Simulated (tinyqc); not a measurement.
From results back to parameters: Brillouin zone and empty-lattice bands of the bcc structure. Two cases, with inputs chosen for the exercise.

Problem. At the centre of a zone face two plane waves are mixed by V > 0: levels E0 -/+ V, masses normal to the face 1/(1 -/+ 2 E0/V), E0 = c0 k^2, c0 = hbar^2/2m0. The gap and the mass of the upper band are given.

Constants: hbar^2/2m0 = 3.80998211 eV angstrom^2.

Find: V; E0; k; spacing of the lattice planes, pi/k.

Method. V is half the gap; 2 E0/V = 1/m - 1; k = |G|/2 = pi/d.

Case 1.

gap = 0.320000 eV
mass of the upper band = 0.0290987 m0

Solution.

V = 0.1600 eV
E0 = 2.669 eV
k = 0.8370 1/angstrom
spacing of the lattice planes, pi/k = 3.753 angstrom

Case 2.

gap = 1.820000 eV
mass of the upper band = 0.0559889 m0

Solution.

V = 0.9100 eV
E0 = 7.672 eV
k = 1.4190 1/angstrom
spacing of the lattice planes, pi/k = 2.214 angstrom

Computed by tinyqc, one run a case: `OMP_NUM_THREADS=1 python tinyqc.py N N+1 out.jsonl` with N = 1850839, 1850926; one thread of a shared Intel(R) Xeon(R) Processor @ 2.30GHz, about 0.01 s a run at most.
